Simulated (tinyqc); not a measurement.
Gate-all-around wire, scale length and short-channel effects: one step of the calculation.

A round wire of diameter ts in an insulator shell of thickness ti under a surrounding gate. Below threshold the potential that source and drain add obeys Laplace's equation and vanishes on the gate. Its lowest mode decays along the channel as exp(-k y); k is the smallest positive root of the matching condition at the interface, and the scale length is Lambda = pi/k.

Problem. Scan of the matching condition. f(k) = ei J0(u)[J1(u) Y0(v) - Y1(u) J0(v)] - eps_r J1(u)[J0(u) Y0(v) - Y0(u) J0(v)], u = k ts/2, v = u + k ti.

Inputs (values chosen for the exercise); permittivities: semiconductor close to that of silicon, insulator close to that of zirconium oxide:
```
symbol  value  unit                                     meaning
eps_r    11.8        relative permittivity of the semiconductor
ei       24.2            relative permittivity of the insulator
ti        4.6    nm                         insulator thickness
ts        4.4    nm                               wire diameter
```

k, point 0 to 7 (1/nm): 0.0675  0.135  0.2025  0.27  0.3375  0.405  0.4725  0.54

Give: f(k).

Solution.

f(k), point 0 to 7: 99.002  42.731  21.694  10.192  3.174  -1.056  -3.312  -4.128

The first change of sign lies between k = 0.3375 and 0.405 1/nm.

Program tinyqc, `OMP_NUM_THREADS=1 python tinyqc.py 2420010 2420011 out.jsonl`; Intel Xeon 2.30GHz, shared host, one thread, about 0.01 s.
